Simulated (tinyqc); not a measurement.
Convergence with the mesh: density of states of one tight-binding band on the square lattice.

E(k) = -2 t (c1 + c2) - 4 t2 c1 c2 with ci = cos(2 pi ki); k in fractions of the reciprocal vectors, mesh k_i = j/N with j = 0 .. N-1. Densities are per cell and per spin, so the band holds one state.

Each square of the mesh is cut along (i, j)-(i+1, j+1) into two triangles. For corner energies e1 <= e2 <= e3 and eij = ei - ej, the share of the triangle below E is n = (E - e1)^2/(e21 e31) for e1 < E < e2 and n = 1 - (e3 - E)^2/(e31 e32) for e2 < E < e3; its density of states is g = dn/dE.

Gaussian broadening: g(E) = mean over the mesh of exp(-(E - E_k)^2/(2 sigma^2))/(sigma sqrt(2 pi)), n(E) = mean of erfc((E_k - E)/(sigma sqrt 2))/2.

Inputs chosen for the exercise:
```
symbol  value  unit  meaning
t       1.1    eV    nearest hopping
t2      0      eV    second hopping
E       -2.77  eV    energy at which the density is wanted
sigma   0.55   eV    Gaussian width
```

At the energy E; the plain count is the share of mesh points below E; the reference is the linear method with N = 240.

Results:
```
N   points  g linear  n linear  g Gaussian  n Gaussian  n plain count
4       16    0.0842    0.0686      0.1066      0.0999         0.0625
6       36    0.1010    0.1091      0.0988      0.1370         0.1389
8       64    0.0892    0.1173      0.0811      0.1327         0.1406
12     144    0.0897    0.1252      0.0899      0.1332         0.1458
16     256    0.0899    0.1278      0.0908      0.1332         0.1445
24     576    0.0914    0.1295      0.0908      0.1332         0.1198
48    2304    0.0904    0.1306      0.0908      0.1332         0.1272
```

reference n and g: 0.1309  0.0900

What can be read from this table?

The linear n(E) stays within 0.002 of the reference from N = 24 on. The Gaussian g stays within 1 % of its last value from N = 16 on; it tends to the broadened curve, not the true one. At the last mesh it lies +0.001 1/eV from the reference g and the linear g 0.000. The plain count errs by -0.0038 at the last mesh.

tinyqc: `OMP_NUM_THREADS=1 python tinyqc.py 1652704 1652705 out.jsonl`; about 0.09 s, one thread, shared Intel(R) Xeon(R) Processor @ 2.30GHz.
